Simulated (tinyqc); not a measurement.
One-dimensional ballistic tunnel FET, two-band WKB: effect of the screening length.

A p-type source for x < 0 with its Fermi level at 0 and its valence edge at ds; in the channel the bands fall as D exp(-x/lam) towards their flat values, with the conduction edge at Ec = ds - dP and D = dP + Eg. The gate moves dP one to one. The drain Fermi level lies at -Vd and the drain side reflects nothing. For w = E - Ec between 0 and dP an electron crosses the gap. Two-band dispersion with equal masses m: inside the gap kappa = sqrt(m u (1 - u/Eg)/C), u the distance from a band edge, C = hbar^2/(2 m0).

S(w) = 2 lam int_0^Eg kappa(u) du/(w + Eg - u) = 2 pi lam sqrt(m/(C Eg)) [w + Eg/2 - sqrt(w (w + Eg))], T(w) = exp(-S). I = g (2 q^2/h) int_0^dP T(w) [f(E) - f(E + Vd)] dw, E = ds - dP + w, f(x) = 1/(1 + exp(x/Vt)). Swing = d(dP)/d(log10 I).

Inputs (values chosen for the exercise); band and dielectric values close to those of indium arsenide: temperature T = 200 K; band gap Eg = 0.345 eV; band-edge mass of the two-band model m = 0.026 m0; source valence edge above the source Fermi level ds = 0.17 eV; drain bias Vd = 0.1 V; number of degenerate subbands (spin apart) g = 1; tunnelling window Ev(source) - Ec(channel) dP = 0.28 eV.

Constants: q = 1.602176634e-19 C, kB = 1.380649e-23 J/K, hbar = 1.054571817e-34 J s, h = 6.62607015e-34 J s, m0 = 9.1093837015e-31 kg, Vt = kB T/q, hbar^2/(2 m0) = 0.0380998212 eV nm^2. Results are converted to the units shown.

Effect of the screening length:
```
lam (nm),T(w = dP),I (uA),swing (mV/decade)
1,0.7394,3.608,323.1
2.3,0.4993,1.544,211.9
3.6,0.3372,0.6853,162.5
4.9,0.2277,0.3132,134.5
6.1,0.1585,0.1553,117.3
7.4,0.1071,0.07409,104.0
8.7,0.07230,0.03596,94.12
10,0.04882,0.01772,86.38
```

What does the comparison show?

I falls from 3.61 to 0.0177 uA, on average 0.257 decades a nanometre; S is proportional to lam, and at w = dP it gives 0.131. The swing falls from 323 to 86.4 mV/decade. In 5 of the 8 rows S at w = dP is below 2, where a WKB prefactor of 1 is a rough guess.

Numbers from tinyqc (`OMP_NUM_THREADS=1 python tinyqc.py 2620114 2620115 out.jsonl`; about 0.02 s on one thread of a shared Intel Xeon 2.30GHz).
